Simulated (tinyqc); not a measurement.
MOSFET in the linear regime without short-channel effects, parameter extraction from computed curves: one step of the calculation.

Inversion charge Q = Cox n Vt W0(exp((Vg - VT)/(n Vt))), W0 the Lambert function and n = nf; u = Q/Cox; mobility mu = mu0/(1 + th1 u + th2 u^2); channel resistance Rch = (L - dL)/(W mu Q); Id = Vd/(Rch + Rsd/W). Cox = eps0 eox/tox. Small Vd, no channel-length or drain effects.

Problem. Transfer curve. u, mu, Rch and Id as defined.

Values chosen for this exercise; channel values of the order met in silicon transistors:
```
symbol,value,unit,meaning
T,300,K,temperature
eox,3.9,,relative permittivity of the gate insulator (close to silicon dioxide)
tox,1.9,nm,insulator thickness
mu0,180,cm^2/(V s),low-field mobility
th1,0.77,1/V,first mobility attenuation factor
th2,0.28,1/V^2,second mobility attenuation factor
VT,0.51,V,threshold voltage
nf,1.48,,body factor
W,1,um,gate width
L,0.42,um,drawn gate length
dL,0.004,um,drawn less effective length
Rsd,100,ohm um,source plus drain resistance
Vd,0.01,V,drain voltage
```

Constants: q = 1.602176634e-19 C, kB = 1.380649e-23 J/K, Vt = kB T/q, eps0 = 8.8541878128e-14 F/cm where lengths are in cm. Results are converted to the units shown.

| point | Vg (V) |
|---|---|
| 0 | 0.21 |
| 1 | 0.36 |
| 2 | 0.51 |
| 3 | 0.66 |
| 4 | 0.81 |
| 5 | 0.96 |
| 6 | 1.11 |
| 7 | 1.26 |
| 8 | 1.41 |
| 9 | 1.56 |
| 10 | 1.71 |
| 11 | 1.86 |

Find: u; mu; Rch; Id.

Solution.

| point | u (V) | mu (cm^2/(V s)) | Rch (ohm) | Id (uA) |
|---|---|---|---|---|
| 0 | 1.504e-5 | 180.0 | 8.453e7 | 1.183e-4 |
| 1 | 7.442e-4 | 179.9 | 1.710e6 | 0.005849 |
| 2 | 0.02170 | 177.0 | 5.959e4 | 0.1675 |
| 3 | 0.1097 | 165.5 | 1.261e4 | 0.7868 |
| 4 | 0.2312 | 150.9 | 6562 | 1.501 |
| 5 | 0.3638 | 136.7 | 4604 | 2.126 |
| 6 | 0.5015 | 123.6 | 3693 | 2.636 |
| 7 | 0.6421 | 111.8 | 3188 | 3.041 |
| 8 | 0.7844 | 101.3 | 2880 | 3.356 |
| 9 | 0.9280 | 92.04 | 2680 | 3.597 |
| 10 | 1.072 | 83.80 | 2547 | 3.778 |
| 11 | 1.218 | 76.51 | 2457 | 3.911 |

tinyqc, about 0.01 s, one thread, Intel Xeon 2.30GHz (shared host): `OMP_NUM_THREADS=1 python tinyqc.py 2210002 2210003 out.jsonl`
